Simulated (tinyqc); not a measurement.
Five forms on the same table: equation-of-state fits to an energy-volume table made by a known binding curve. Computed by tinyqc, a small Python program. Command: `OMP_NUM_THREADS=1 python tinyqc.py 3010843 3010844 out.jsonl eosfit walk`. One thread of a shared host (Intel(R) Xeon(R) Processor @ 2.30GHz), about 0.03 s of CPU time with the checks.

With x = (V/V_0)^(1/3), the energy per atom is E = -D [1 + eta (x - 1)] exp(-eta (x - 1)), so that B0 = D eta^2/(9 V_0) and B' = 1 + 2 eta/3. B' = dB/dP at P = 0.

Inputs (values chosen for the exercise, for a model crystal):

| quantity | value | unit |
|---|---|---|
| cohesive energy D | 3.33 | eV/atom |
| true volume V_0 | 20.8 | angstrom^3/atom |
| stiffness eta | 3.69 | - |
| half-width of the volume window w | 0.08 | - |
| shift of the window centre s | 0.025 | - |
| points N | 7 | - |
| compression V/V_0 for the pressure test | 0.75 | - |

Binding curve: universal binding. Noise: none.

Constants: 1 eV/angstrom^3 = 160.2176634 GPa.

Method:
- B0 and B' from the formulas above; P = -dE/dV at V = c V_0 (c the compression chosen), from the curve itself.
- Table: V_j = V_0 [1 + s + w (2 j/(N - 1) - 1)], j = 0..N-1, rounded to 0.001; E_j from the curve, rounded to 1e-7 eV.
- Murnaghan: E = E0 + (B0 V/B') [(V0/V)^B'/(B' - 1) + 1] - B0 V0/(B' - 1), P = (B0/B') [(V0/V)^B' - 1].
- Birch-Murnaghan: E = E0 + (9 V0 B0/16) [y^3 B' + y^2 (2 - 4 y)], y = (V0/V)^(2/3) - 1; P = (3 B0/2) (x^7 - x^5) [1 + (3/4)(B' - 4)(x^2 - 1)], x = (V0/V)^(1/3).
- Vinet: E = E0 + (9 B0 V0/h^2) {1 + [h (1 - x) - 1] exp(h (1 - x))}, P = 3 B0 (1 - x) x^-2 exp(h (1 - x)), x = (V/V0)^(1/3), h = (3/2)(B' - 1).
- All are least-squares fits to the energies; for polynomials in V, B0 = V E'' and B' = -1 - V E'''/E'' at the minimum.

exact B0 = 38.8062 GPa

exact B' = 3.46

exact pressure at c V_0 = 18.0712 GPa

Table:

| V (angstrom^3) | E (eV) |
|---|---|
| 19.656 | -3.3217160 |
| 20.211 | -3.3278923 |
| 20.765 | -3.3299928 |
| 21.320 | -3.3284825 |
| 21.875 | -3.3237599 |
| 22.429 | -3.3162012 |
| 22.984 | -3.3060994 |

Fitted values:

| form | V0 (angstrom^3) | B0 (GPa) | B' | P at c V_0 (GPa) |
|---|---|---|---|---|
| exact | 20.800 | 38.806 | 3.4600 | 18.071 |
| parabola in V | 20.853 | 35.196 | -1.0000 | - |
| cubic in V | 20.804 | 38.987 | 3.0072 | - |
| Murnaghan | 20.799 | 38.755 | 3.5522 | 19.399 |
| Birch-Murnaghan | 20.800 | 38.799 | 3.4731 | 18.213 |
| Vinet | 20.800 | 38.806 | 3.4599 | 18.071 |

What follows from these numbers?

In B0 the Vinet form comes closest (0.00 %) and the parabola in V form misses most (-9.30 %). A parabola in V has no third derivative, so its B' is -1 by construction. At c V_0, beyond the window, the pressure errors are Murnaghan +7.3 %, Birch-Murnaghan +0.8 %, Vinet 0.0 %; Murnaghan keeps B linear in P and so runs too stiff under compression.

Extremes, crossings and ranges named in words are read from the listed rows.
